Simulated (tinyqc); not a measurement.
# Gated two-dimensional channel with two bands, quantum capacitance, step by step

Numbers from tinyqc (`OMP_NUM_THREADS=1 python tinyqc.py 2200064 2200065 out.jsonl`; about 0.01 s on one thread of a shared Intel Xeon 2.30GHz). Printed values are rounded.

phi is the Fermi level above the lowest band edge, in volts; Vg is counted from the gate voltage at which an empty channel would have phi = 0. The channel has no thickness; trap charge is -q Dit phi.

Values chosen for this exercise; lowest band close to that of a thin InAs body:
```
symbol   value         unit                                                                 meaning
T          300            K                                                             temperature
eox        3.9               relative permittivity of the gate insulator (close to silicon dioxide)
tox       0.85           nm                                                     insulator thickness
md      0.0338           m0                                                           in-plane mass
gv           1                                                                    valley degeneracy
m2        0.08           m0                           in-plane mass of a second band, chosen freely
g2           4                                        valley degeneracy of that band, chosen freely
E2        0.18           eV                                        second band edge above the first
Dit          0  cm^-2 eV^-1                                                        density of traps
Vg           1            V                                                            gate voltage
```

Constants: q = 1.602176634e-19 C, kB = 1.380649e-23 J/K, hbar = 1.054571817e-34 J s, m0 = 9.1093837015e-31 kg, Vt = kB T/q, eps0 = 8.8541878128e-14 F/cm where lengths are in cm. Results are converted to the units shown.

## Gate capacitance

Cox = eps0 eox/tox.

Cox = 4.062510 uF/cm^2

## Starting value

phi = 0.01 V.

phi at the start = 0.01 V

## Iteration 1: new phi

D1 = gv md m0 q/(pi hbar^2), D2 = g2 m2 m0 q/(pi hbar^2) per eV; n1 = D1 Vt ln(1 + exp(phi/Vt)), n2 = D2 Vt ln(1 + exp((phi - E2)/Vt)), n = n1 + n2; Cq = q dn/dphi = q [D1/(1 + exp(-phi/Vt)) + D2/(1 + exp((E2 - phi)/Vt))]. Newton: f = phi + q (n + Dit phi)/Cox - Vg, phi(new) = phi - f/(1 + (Cq + q Dit)/Cox).

n1 = 3.303890e11 cm^-2
n2 = 4.812432e9 cm^-2
Cq = 1.376960 uF/cm^2
f = -0.9767803 V
phi after iteration 1 = 0.7395158 V

## Iteration 2: new phi

As before.

n1 = 1.044146e13 cm^-2
n2 = 7.479276e13 cm^-2
Cq = 23.67911 uF/cm^2
f = 3.100991 V
phi after iteration 2 = 0.2854037 V

## Course of the iteration

Stop when the step is below 1e-10 V, or after 40 iterations.

Course of the iteration:
```
iteration  phi before the step (V)  step (V)
1                             0.01     0.730
2                        0.7395158    -0.454
3                        0.2854037  -3.40e-4
4                        0.2850637  -2.88e-8
5                        0.2850637   < 1e-13
```

Converged in 5 iterations.

## Charge and capacitances at the solution

converged phi = 0.2850637 V

D1 = gv md m0 q/(pi hbar^2), D2 = g2 m2 m0 q/(pi hbar^2) per eV; n1 = D1 Vt ln(1 + exp(phi/Vt)), n2 = D2 Vt ln(1 + exp((phi - E2)/Vt)), n = n1 + n2; Cq = q dn/dphi = q [D1/(1 + exp(-phi/Vt)) + D2/(1 + exp((E2 - phi)/Vt))]. 1/C_G = 1/Cox + 1/(Cq + q Dit); dphi/dVg = Cox/(Cox + Cq + q Dit).

n = 1.812806e13 cm^-2
Cq = 23.31736 uF/cm^2
C_G = 3.459732 uF/cm^2
dphi/dVg = 0.1483758

Cq is 5.74 times Cox, so C_G is 85.2 % of Cox; 28.5 % of the gate voltage has gone into phi.
